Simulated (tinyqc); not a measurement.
# Long-channel MOSFET, surface-potential model: transfer curve from weak to strong inversion

n-channel transistor on a uniformly doped p-type body, gradual-channel approximation, constant mobility, Boltzmann statistics, full ionisation. Potentials are counted from the neutral body; V is the electron quasi-Fermi potential, Vsb at the source and Vsb + Vds at the drain. Charges are magnitudes per area.

ni = sqrt(Nc Nv) exp(-Eg/(2 Vt)), Eg in volts; phiF = Vt ln(Na/ni); Cox = eps0 eox/tox; gamma = sqrt(2 q eps0 eps_r Na)/Cox. The surface potential psi at channel potential V solves Vgs + Vsb - Vfb - psi = gamma sqrt(G), G = psi - Vt + Vt exp((psi - 2 phiF - V)/Vt). Charge sheet: Qi = Cox gamma [sqrt(G) - sqrt(psi - Vt)]; I = mu (W/L) [integral of Qi dpsi from psi_0 to psi_L (drift) + Vt (Qi0 - QiL) (diffusion)], with psi_0 at V = Vsb and psi_L at V = Vsb + Vds. Pao-Sah: Qi(V) = (Cox gamma/2) integral from 3 Vt to psi of exp((u - 2 phiF - V)/Vt)/sqrt(G(u, V)) du, and I = mu (W/L) integral of Qi dV from Vsb to Vsb + Vds. Square law: VT = Vfb + 2 phiF + gamma sqrt(2 phiF + Vsb), m = 1 + gamma/(2 sqrt(2 phiF + Vsb)), I = mu Cox (W/L) [(Vgs - VT) v - m v^2/2] with v the smaller of Vds and (Vgs - VT)/m, and zero below VT. gm = dI/dVgs of the charge-sheet current.

Parameters, values chosen for the exercise; material values those of a made-up semiconductor: temperature T = 300 K; band gap Eg = 1.13 eV; relative permittivity of the semiconductor eps_r = 11.6; conduction-band density of states at T Nc = 2.24e19 cm^-3; valence-band density of states at T Nv = 2.43e19 cm^-3; acceptor density of the body Na = 4.2e17 cm^-3; relative permittivity of the gate insulator eox = 7.85; insulator thickness tox = 24 nm; flat-band voltage Vfb = -0.77 V; channel mobility mu = 260 cm^2/(V s); gate width W = 2 um; gate length L = 0.5 um; source-body reverse bias Vsb = 0 V; drain-source voltage Vds = 0.5 V.

Constants: q = 1.602176634e-19 C, kB = 1.380649e-23 J/K, Vt = kB T/q, eps0 = 8.8541878128e-14 F/cm where lengths are in cm. Results are converted to the units shown.

Result of one run:
```
I, charge sheet (uA)  I, Pao-Sah (uA)  drift share (%)  gm/I (1/V)  I, square law (uA)
30.90                           31.34            86.54       3.216               41.10
```

Which gate-source voltage Vgs gave this result: 1.19, 1.71, 2.06 or 2.59 V?

Vgs = 2.06 V.

The whole series:
```
Vgs (V)  I, charge sheet (uA)  I, Pao-Sah (uA)  drift share (%)  gm/I (1/V)  I, square law (uA)
1.19                 0.002527         0.002570           0.3619       22.02                   0
1.36                  0.09954           0.1011            11.51       20.05                   0
1.54                    1.588            1.613            52.90       10.86               2.163
1.71                    6.489            6.589            72.80       6.355               9.523
1.89                    16.49            16.74            81.97       4.263               23.00
2.06                    30.90            31.34            86.54       3.216               41.10
2.24                    51.32            52.03            89.88       2.437               65.92
2.42                    74.89            75.89            92.55       1.803               93.03
2.59                    98.21            99.47            94.17       1.414               118.6
```

The charge-sheet current rises from 0.00253 to 98.2 uA. In the first row gm/I is 22.0 1/V, a swing of 105 mV a decade, against Vt ln 10 = 59.5 mV a decade for an ideal gate; in the last it is 1.41 1/V. Drift passes half of the current at Vgs = 1.54 V among the rows listed (VT = 1.39 V). The charge sheet departs most from Pao-Sah at Vgs = 1.19 V, where it is 1.7 % below it. In the last row the square law is 19 % above Pao-Sah. For Vgs = 1.89 to 2.59 V the surface electron density at the source passes 0.3 Nc, where degeneracy and quantisation, left out here, matter.

tinyqc, about 0.06 s, one thread, Intel Xeon 2.30GHz (shared host): `OMP_NUM_THREADS=1 python tinyqc.py 2360172 2360173 out.jsonl`
